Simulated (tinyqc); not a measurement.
## Strained alloy layer of InAs and GaAs on (001) InP, model-solid band line-up: transition against well width

The layer is x parts of the first compound and 1 - x of the second, grown coherently on the third as substrate and barrier. Rows of the table: lattice constant a, average valence level Ea on an absolute scale, spin-orbit splitting so, gaps at Gamma, X and L, hydrostatic deformation potentials av and ac (Gamma), shear potential b, elastic constants, electron and heavy-hole (along z) masses. All are interpolated linearly in x; gaps get -C x (1 - x), taken wholly in the conduction band; real line-ups can differ from this model by 0.1 eV or more.

In-plane strain e = (a_substrate - a)/a, e_z = -2 (c12/c11) e, volume change 2 e + e_z. With v = 2 e + e_z and d = 2 b (e_z - e): Eav = Ea + av v; E_hh = Eav + so/3 - d/2; E_lh = Eav - so/6 + d/4 + sqrt(so^2 + so d + 9 d^2/4)/2; E_c = Ea + so/3 + EG + ac v (Gamma). Substrate: E_v = Ea + so/3, E_c = E_v + EG. Well depths: dEc = E_c(substrate) - E_c, dEhh = E_hh - E_v(substrate), dElh likewise; strained Gamma gap E_c - max(E_hh, E_lh); positive values confine carriers in the layer. Lowest level of a finite well of width Lw and depth V: kw Lw/2 = arctan(sqrt((mw/mb)(V - E)/E)), kw = sqrt(mw E/C), C = hbar^2/(2 m0), for electrons (dEc) and heavy holes (dEhh), mb from the substrate; transition E_c - E_hh + both levels, without exciton binding; wavelength h c/E.

Inputs (values chosen for the exercise): fraction of the first compound in the layer x = 0.35; bowing of the Gamma gap CG = 0.477 eV; bowing of the X gap CX = 1.4 eV; bowing of the L gap CL = 0.33 eV.

Constants: q = 1.602176634e-19 C, hbar = 1.054571817e-34 J s, h = 6.62607015e-34 J s, m0 = 9.1093837015e-31 kg, c = 299792458 m/s, hbar^2/(2 m0) = 0.0380998212 eV nm^2. Results are converted to the units shown.

Binary compounds, values chosen for the exercise:

|  | close to InAs | close to GaAs | close to InP |
|---|---|---|---|
| a (angstrom) | 6.058 | 5.653 | 5.869 |
| Ea (eV) | -6.67 | -6.92 | -7.04 |
| so (eV) | 0.377 | 0.344 | 0.111 |
| EG (eV) | 0.357 | 1.43 | 1.36 |
| EX (eV) | 1.36 | 1.89 | 2.18 |
| EL (eV) | 1.07 | 1.7 | 1.96 |
| av (eV) | 1 | 1.15 | 1.28 |
| ac (eV) | -5.08 | -7.22 | -4.98 |
| b (eV) | -1.8 | -1.72 | -1.71 |
| c11 (GPa) | 83.5 | 118 | 102 |
| c12 (GPa) | 45.7 | 53 | 56.1 |
| me (m0) | 0.0232 | 0.067 | 0.0805 |
| mh (m0) | 0.334 | 0.345 | 0.527 |

Results:

| Lw (nm) | electron level (meV) | heavy-hole level (meV) | transition energy (eV) | wavelength (nm) |
|---|---|---|---|---|
| 1.5 | 172.97 | 111.36 | 1.1724 | 1057.5 |
| 2.1 | 150.28 | 79.022 | 1.1174 | 1109.6 |
| 3 | 120.91 | 51.426 | 1.0604 | 1169.2 |
| 4.3 | 89.923 | 31.365 | 1.0094 | 1228.3 |
| 6.1 | 62.789 | 18.456 | 0.96932 | 1279.1 |
| 8.7 | 40.809 | 10.333 | 0.93922 | 1320.1 |
| 18 | 14.183 | 2.8608 | 0.90512 | 1369.8 |
| 25 | 8.2761 | 1.5544 | 0.89791 | 1380.8 |

Estimate the missing row, Lw = 12 nm.

Computed row:

| Lw (nm) | electron level (meV) | heavy-hole level (meV) | transition energy (eV) | wavelength (nm) |
|---|---|---|---|---|
| 12 | 26.247 | 5.9344 | 0.92026 | 1347.3 |

With this row back in the table: The wavelength rises from 1058 to 1381 nm, towards 1396 nm for E_c - E_hh alone. The electron level goes as Lw^(-0.42) in the thinnest wells, where it reaches 81.6 % of the depth dEc = 212 meV, and as Lw^(-1.64) in the widest. One monolayer (a/2) more shifts the transition by about -14 meV at Lw = 3 nm. For Lw = 8.7, 12, 18, 25 the layer exceeds hc = 6.72 nm, the single-layer Matthews-Blakeslee thickness for this strain (a capped well tolerates about twice as much). For Lw = 1.5, 2.1 the electron level exceeds 150 meV, where non-parabolicity lowers it.

tinyqc, about 0.01 s, one thread, Intel Xeon 2.30GHz (shared host): `OMP_NUM_THREADS=1 python tinyqc.py 2690159 2690160 out.jsonl`
